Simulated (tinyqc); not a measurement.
MOS inversion layer, Poisson-Schroedinger loop: one step of the calculation.

Electrons confined at an insulator interface at z = 0, treated as a hard wall; parabolic valleys, Hartree approximation, no image or exchange terms. The depletion charge lies far deeper than the electrons and gives a uniform field q Nd/(eps0 eps_r); the gate balances all charge. Energies are counted from the band edge at the interface.

Task. Density, output potential and mixing. n_i = sum_k N_k |psi_k|^2 (converted to cm^-3). Hartree part by Gauss: on the interval before node i the electrons still beyond are S_i = Ns - hz sum_(j<i) n_j, and U_i = U_(i-1) + q S_i hz/(eps0 eps_r) in eV, U_0 = 0 at the interface. Mixing: U(new) = U + a (U(out) - U).

Values chosen for this exercise; masses and permittivity close to those of silicon (111):
- eps_r = 11.5 (relative permittivity)
- Ns = 1.9e12 cm^-2 (sheet density of electrons)
- a = 0.5 (mixing factor)

Constants: q = 1.602176634e-19 C, eps0 = 8.8541878128e-14 F/cm where lengths are in cm. Results are converted to the units shown.

| node | z (nm) | U after round 1 (eV) | \|psi\|^2 of A1 (1/nm) | \|psi\|^2 of A2 (1/nm) |
|---|---|---|---|---|
| 1 | 0.79 | 0.011809038 | 0.08884383 | 0.06557083 |
| 2 | 1.58 | 0.023107801 | 0.23942585 | 0.12506933 |
| 3 | 2.37 | 0.032888866 | 0.30321187 | 0.07033334 |
| 4 | 3.16 | 0.040491500 | 0.26362670 | 0.00362470 |
| 5 | 3.95 | 0.045908605 | 0.17988791 | 0.02775210 |
| 6 | 4.74 | 0.049555060 | 0.10287845 | 0.11864970 |
| 7 | 5.53 | 0.051927875 | 0.05119419 | 0.19548539 |
| 8 | 6.32 | 0.053427968 | 0.02269094 | 0.21296398 |
| 9 | 7.11 | 0.054338955 | 0.00909951 | 0.17895859 |
| 10 | 7.9 | 0.054861369 | 0.00333813 | 0.12429512 |
| 11 | 8.69 | 0.055140261 | 0.00112932 | 0.07412348 |
| 12 | 9.48 | 0.055277621 | 0.00035450 | 0.03886105 |
| 13 | 10.27 | 0.055339696 | 0.00010374 | 0.01819131 |
| 14 | 11.06 | 0.055365294 | 0.00002840 | 0.00767722 |
| 15 | 11.85 | 0.055374814 | 0.00000728 | 0.00292926 |
| 16 | 12.64 | 0.055377911 | 0.00000174 | 0.00099852 |
| 17 | 13.43 | 0.055378721 | 0.00000037 | 0.00028653 |
| 18 | 14.22 | 0.055378849 | 0.00000005 | 0.00005234 |

N_k (cm^-2): A1 1.7387469e12, A2 1.6125310e11

Give: n; U(out); U after round 2.

Result.

| node | n (1e18 cm^-3) | U(out) (eV) | U after round 2 (eV) |
|---|---|---|---|
| 1 | 1.6505 | 0.023618 | 0.017714 |
| 2 | 4.3647 | 0.045615 | 0.034362 |
| 3 | 5.3855 | 0.063326 | 0.048108 |
| 4 | 4.5896 | 0.075749 | 0.058120 |
| 5 | 3.1725 | 0.083664 | 0.064786 |
| 6 | 1.9801 | 0.088464 | 0.069010 |
| 7 | 1.2054 | 0.091319 | 0.071624 |
| 8 | 0.7379 | 0.092991 | 0.073209 |
| 9 | 0.4468 | 0.093938 | 0.074138 |
| 10 | 0.2585 | 0.094446 | 0.074654 |
| 11 | 0.1392 | 0.094701 | 0.074920 |
| 12 | 0.0688 | 0.094818 | 0.075048 |
| 13 | 0.0311 | 0.094868 | 0.075104 |
| 14 | 0.0129 | 0.094888 | 0.075127 |
| 15 | 0.0049 | 0.094895 | 0.075135 |
| 16 | 0.0016 | 0.094897 | 0.075137 |
| 17 | 0.0005 | 0.094898 | 0.075138 |
| 18 | 0.0001 | 0.094898 | 0.075138 |

tinyqc, about 0.2 s, one thread, Intel Xeon 2.30GHz (shared host): `OMP_NUM_THREADS=1 python tinyqc.py 2160010 2160011 out.jsonl`
